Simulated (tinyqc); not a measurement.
Inside a calculation. Model: grain growth, pinning, strength and diffusional creep of a polycrystal or thin film. Computed by tinyqc, a small Python program that keeps every step. Command: `OMP_NUM_THREADS=1 python tinyqc.py 3003658 3003659 out.jsonl grain walk`. One thread of a shared host (Intel(R) Xeon(R) Processor @ 2.30GHz), about 0.01 s of CPU time with the checks. Intermediate numbers are printed to about 7 digits and carried at full precision; extremes and crossings named in words are read from the listed rows.

One mean grain size d describes the structure.

Inputs (values chosen for the exercise, modelled on gold):
```
quantity                                    value        unit
shear modulus G                              27.4         GPa
Burgers vector b                            2.884    angstrom
atomic volume Omega                         16.96  angstrom^3
boundary energy gamma                         0.4       J/m^2
mobility prefactor M0                     0.00011   m^4/(J s)
activation energy of boundary motion Q_m     1.03          eV
anneal temperature T                          435           K
anneal time t                                4900           s
initial grain size d0                         120          nm
particle volume fraction f                 0.0019           -
particle radius r                             3.4          nm
film thickness h                              190          nm
surface energy gamma_s                        1.2       J/m^2
friction stress sigma_0                        24         MPa
Hall-Petch slope k_y                        0.087   MPa m^0.5
lattice diffusion energy Q_l                 1.74          eV
boundary diffusion energy Q_b               0.928          eV
lattice prefactor D0                      1.6e-05       m^2/s
boundary prefactor delta D0b              1.4e-14       m^3/s
applied stress sigma                          240         MPa
service temperature T_c                       532           K
```

Sample: thin film on a substrate.

Constants: k_B = 8.617333262e-05 eV/K; k_B = 1.380649e-23 J/K.

## Mobility and the sizes at which growth stops

M = M0 exp(-Q_m/(k_B T)). The driving pressure is 2 gamma/d. Zener pinning pressure 3 f gamma/(2 r) stops growth at d_Z = 4 r/(3 f). Grooves where boundaries meet the surface have the angle theta = arcsin(gamma/(2 gamma_s)) and are taken to stop growth at d_h = h/(2 theta), a few film thicknesses; the limit is 1/d_lim = 1/d_Z + 1/d_h.

mobility M = 1.282699e-16 m^4/(J s)

Zener size d_Z = 2385.965 nm

groove angle theta = 0.1674481 rad

groove limit d_h = 567.3400 nm

limit d_lim = 458.3521 nm

The grooves set the tighter limit.

## Grain size after the anneal

dd/dt = 2 M gamma (1/d - 1/d_lim) integrates to 2 M gamma t = d_lim (d0 - d) + d_lim^2 ln[(d_lim - d0)/(d_lim - d)]; without pinning d^2 = d0^2 + 4 M gamma t.

size without pinning = 1009.968 nm

grain size d = 443.0831 nm

Pinning holds d to 44 % of the free value.

## Yield stress

Hall-Petch term k_y/sqrt(d). Orowan term 3.06 x 0.4 G b ln(2 rbar/b)/(pi lambda sqrt(1 - nu)) with nu = 1/3, rbar = sqrt(2/3) r, lambda = rbar (sqrt(pi/f) - 2). Film term (threading dislocation, matched substrate, the geometry of an fcc (111) film taken for all cases): 3.464 G b ln(2 h/b)/(4 pi (1 - nu) h). The terms are added to sigma_0.

Hall-Petch term = 130.7003 MPa

Orowan term = 103.9045 MPa

film term = 123.5357 MPa

yield stress = 382.1405 MPa

The largest term is the Hall-Petch one. The anneal changed the Hall-Petch term from 251 to 131 MPa.

## Diffusional creep at T_c

Nabarro-Herring rate = 14 sigma Omega D_l/(k_B T d^2), D_l = D0 exp(-Q_l/(k_B T)); Coble rate = 14 pi sigma Omega delta D_b/(k_B T d^3), delta D_b = delta D0b exp(-Q_b/(k_B T)); they are equal at d_x = pi delta D_b/D_l.

Nabarro-Herring rate = 2.076992e-08 1/s

Coble rate = 0.006344546 1/s

crossover size d_x = 135347.7 micrometre

time to 1 % strain = 1.576152 s

Boundary diffusion carries the creep, by a factor 310000. Caution: sigma Omega is not small against k_B T, as the linear creep laws assume.

## Strength against creep resistance

Hall-Petch term k_y/sqrt(d).

At T_c and sigma:
```
d (nm)  Hall-Petch term (MPa)  Nabarro-Herring (1/s)   Coble (1/s)  time to 1 % (s)
30                   502.2947           4.530672e-06  2.044054e+01     4.892238e-04
100                  275.1182           4.077605e-07  5.518945e-01     1.811939e-02
300                  158.8395           4.530672e-08  2.044054e-02     4.892228e-01
1000                  87.0000           4.077605e-09  5.518945e-04     1.811927e+01
3000                  50.2295           4.530672e-10  2.044054e-05     4.892131e+02
10000                 27.5118           4.077605e-11  5.518945e-07     1.811807e+04
100000                 8.7000           4.077605e-13  5.518945e-10     1.810603e+07
```

From 100 micrometre to 30 nm grains the Hall-Petch term grows 58 times, while the time to 1 % strain shrinks by 10.6 decades. Coble creep rules in 7 of the seven rows (d_x is a millimetre or more). Fine grains resist slip but creep fast. The Hall-Petch value at 30 nm is at the edge of that law, and in a film grains much larger than h lose atoms to the surfaces instead.

## Growth with time

The formulas are those given above.

At T:
```
t (s)  free growth (nm)  pinned growth (nm)    d/d_lim
3.1             122.622            121.9357  0.2660306
10              128.267            126.0999  0.2751159
31              144.091            137.7300  0.3004895
100             186.877            168.4544  0.3675218
310             279.324            229.1825  0.5000142
1000            468.649            325.8623  0.7109432
3100            806.609            419.6391  0.9155389
10000          1437.609            457.1256  0.9973243
```

The apparent exponent d ln d/d ln t of the pinned growth is at most about 0.30, below the ideal 1/2, and falls to 0.073 in the last rows: the initial size hides the law early and pinning hides it late.

Checks made by the program: d against numerical integration (relative difference 8e-10).
